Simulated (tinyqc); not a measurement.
Strained alloy layer of InP and GaP on (001) GaAs, model-solid band line-up: one step of the calculation.

The layer is x parts of the first compound and 1 - x of the second, grown coherently on the third as substrate and barrier. Rows of the table: lattice constant a, average valence level Ea on an absolute scale, spin-orbit splitting so, gaps at Gamma, X and L, hydrostatic deformation potentials av and ac (Gamma), shear potential b, elastic constants, electron and heavy-hole (along z) masses. All are interpolated linearly in x; gaps get -C x (1 - x), taken wholly in the conduction band; real line-ups can differ from this model by 0.1 eV or more.

Task. Relaxed alloy and strain. In-plane strain e = (a_substrate - a)/a, e_z = -2 (c12/c11) e, volume change 2 e + e_z.

Inputs (values chosen for the exercise):
- x = 0.64 (fraction of the first compound in the layer)
- CG = 0.65 eV (bowing of the Gamma gap)
- CX = 0.2 eV (bowing of the X gap)
- CL = 1.03 eV (bowing of the L gap)

Binary compounds, values chosen for the exercise:
```
	close to InP	close to GaP	close to GaAs
a (angstrom)	5.869	5.451	5.653
Ea (eV)	-7.04	-7.4	-6.92
so (eV)	0.108	0.0802	0.34
EG (eV)	1.36	2.82	1.44
EX (eV)	2.22	2.28	1.91
EL (eV)	1.94	2.61	1.69
av (eV)	1.28	1.72	1.16
ac (eV)	-5.06	-7.1	-7.18
b (eV)	-1.69	-1.81	-1.72
c11 (GPa)	101	141	117
c12 (GPa)	56.2	62.1	53.4
me (m0)	0.0803	0.129	0.0678
mh (m0)	0.53	0.334	0.348
```

Wanted: a; Gamma gap; X gap; L gap; e; e_z; volume change.

Result.

a = 5.7185 angstrom
Gamma gap = 1.7358 eV
X gap = 2.1955 eV
L gap = 1.9439 eV
e = -1.1458 %
e_z = 1.1581 %
volume change = -1.1334 %

The relaxed alloy has its lowest gap at Gamma (direct). The layer is under compressive in-plane strain.

Numbers from tinyqc (`OMP_NUM_THREADS=1 python tinyqc.py 2690138 2690139 out.jsonl`; about 0.01 s on one thread of a shared Intel Xeon 2.30GHz).
